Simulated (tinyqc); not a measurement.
The network against temperature: hopping conduction between localised states. Computed by tinyqc, a small Python program. Command: `OMP_NUM_THREADS=1 python tinyqc.py 3026832 3026833 out.jsonl hop walk`. One thread of a shared host (Intel(R) Xeon(R) Processor @ 2.30GHz), about 0.01 s of CPU time with the checks.

Energies are counted from the Fermi level. A small network shows the mechanism; the laws of an infinite system follow.

Inputs (values chosen for the exercise, for a model impurity band): localisation length xi = 2.7 nm; temperature T = 440 K.

Dimension: 3D.

sites of the small network (nm, nm, meV):
```
       x     y   energy
1      0  0.28      6.9
2   3.89  7.82   107.81
3   8.63  7.62   113.94
4   12.3  2.62   -90.69
5  16.35  7.25  -118.02
6  21.54   6.9   -54.83
7  24.28   3.9  -112.71
8     29  7.69    -3.86
```

Constants: k_B = 8.617333262e-05 eV/K.

Method:
- Miller-Abrahams exponent s_ij = 2 r_ij/xi + (|E_i| + |E_j| + |E_i - E_j|)/(2 k_B T); G_ij = G_0 exp(-s_ij).
- Site 1 is held at potential 1 and site 8 at 0; Kirchhoff's law sum_j G_ij (u_i - u_j) = 0 fixes the others; G = sum_j G_1j (1 - u_j).
- Critical exponent s_c: the smallest value such that bonds with s_ij <= s_c connect site 1 with site 8.
- The last column is the length of the critical bond.

Network:

| T (K) | -ln(G/G_0) | s_c | critical hop (nm) |
|---|---|---|---|
| 130 | 17.995 | 17.986 | 12.521 |
| 200 | 14.738 | 14.937 | 12.521 |
| 310 | 11.877 | 12.254 | 6.202 |
| 440 | 10.123 | 9.991 | 6.202 |
| 660 | 8.810 | 8.192 | 6.202 |

What follows from these numbers?

-ln(G/G_0) follows s_c within 0.7. The critical hop is 12.5 nm long at the lowest T and 6.20 nm at the highest: on cooling the carrier goes farther to find a site of nearer energy, which is variable-range hopping.

Extremes, crossings and ranges named in words are read from the listed rows.
